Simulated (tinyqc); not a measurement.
Worked calculation: MP2 on RHF in the sto-3g basis, for H4, spin multiplicity 1. One step of it, computed by the program tinyqc.

Question. Iteration 5 (converged): orbitals. Diagonalise F' = X^T F X, C = X C', fill 2 alpha and 2 beta electrons from the bottom; D = 2 C_occ C_occ^T. Each column has its largest component positive (the first on a tie).

converged F (hartree), order 1H 1s, 2H 1s, 3H 1s, 4H 1s:
$$\begin{pmatrix}
-0.283048 & -0.516833 & -0.049471 & -0.001831 \\
-0.516833 & -0.294617 & -0.133200 & -0.049542 \\
-0.049471 & -0.133200 & -0.295037 & -0.517275 \\
-0.001831 & -0.049542 & -0.517275 & -0.283470
\end{pmatrix}$$

X, order 1H 1s, 2H 1s, 3H 1s, 4H 1s:
$$\begin{pmatrix}
1.149060 & -0.349592 & 0.029808 & -0.008455 \\
-0.349592 & 1.165531 & -0.118280 & 0.029832 \\
0.029808 & -0.118280 & 1.165976 & -0.350196 \\
-0.008455 & 0.029832 & -0.350196 & 1.149499
\end{pmatrix}$$

Give: F' = X^T F X; orbital energies; coefficients C; D after iteration 5.

Answer.

F' = X^T F X (hartree):
$$\begin{pmatrix}
0.005 & -0.523 & 0.036 & -0.006 \\
-0.523 & 0.015 & -0.134 & 0.036 \\
0.036 & -0.134 & 0.015 & -0.524 \\
-0.006 & 0.036 & -0.524 & 0.005
\end{pmatrix}$$

orbital energies (hartree): MO1 -0.551, MO2 -0.484, MO3 0.431, MO4 0.644

coefficients C, order 1H 1s, 2H 1s, 3H 1s, 4H 1s:
$$\begin{pmatrix}
0.365 & 0.436 & 0.755 & 0.742 \\
0.403 & 0.401 & -0.662 & -0.857 \\
0.405 & -0.399 & -0.659 & 0.860 \\
0.367 & -0.434 & 0.753 & -0.745
\end{pmatrix}$$

D after iteration 5, order 1H 1s, 2H 1s, 3H 1s, 4H 1s:
$$\begin{pmatrix}
0.647 & 0.644 & -0.053 & -0.112 \\
0.644 & 0.647 & 0.006 & -0.053 \\
-0.053 & 0.006 & 0.647 & 0.644 \\
-0.112 & -0.053 & 0.644 & 0.647
\end{pmatrix}$$
